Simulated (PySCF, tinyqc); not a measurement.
Inside a calculation. Method: G0W0 on RHF in the sto-3g basis, for H3+, spin multiplicity 1. The lowest restricted solution is unstable here: a spin-polarised one lies 0.0051 hartree lower (PySCF). One step of it, computed by the program tinyqc.

Question. Orthogonalisation. S = U s U^T; symmetric (Loewdin) form X = U s^(-1/2) U^T, so that X^T S X = 1.

overlap S:
```
,1H 1s,2H 1s,3H 1s
1H 1s,1.000000,0.406470,0.406470
2H 1s,0.406470,1.000000,0.068381
3H 1s,0.406470,0.068381,1.000000
```

Give: eigenvalues of S; X.

Answer.

eigenvalues of S: 0.4583  0.9316  1.6100

X:
```
,1H 1s,2H 1s,3H 1s
1H 1s,1.1530,-0.2432,-0.2432
2H 1s,-0.2432,1.0741,0.0380
3H 1s,-0.2432,0.0380,1.0741
```
